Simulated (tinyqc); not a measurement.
From results back to parameters: recursion (Haydock) method for the local density of states: surface site of a square lattice.

Problem. A local density has moments mu1 = a0, mu2 = a0^2 + b1^2 and, for a1 = a2 = 0, mu4 = a0^4 + 3 a0^2 b1^2 + b1^4 + b1^2 b2^2; b1^2 = (number of neighbours) t^2. The moments come from a hidden site.

Values chosen for the exercise: t = 1.04 eV (hopping).

mu1, mu2, mu4 (eV^n): 0.00000  3.24480  23.39717

Find: a0, b1, b2; neighbours.

Solution. Take the moments in turn: mu1 gives a0, mu2 gives b1, mu4 gives b2.

a0, b1, b2 (eV): 0.000  1.801  1.991

neighbours = 3

tinyqc: `OMP_NUM_THREADS=1 python tinyqc.py 1481835 1481836 out.jsonl`; about 0.01 s, one thread, shared Intel(R) Xeon(R) Processor @ 2.30GHz.
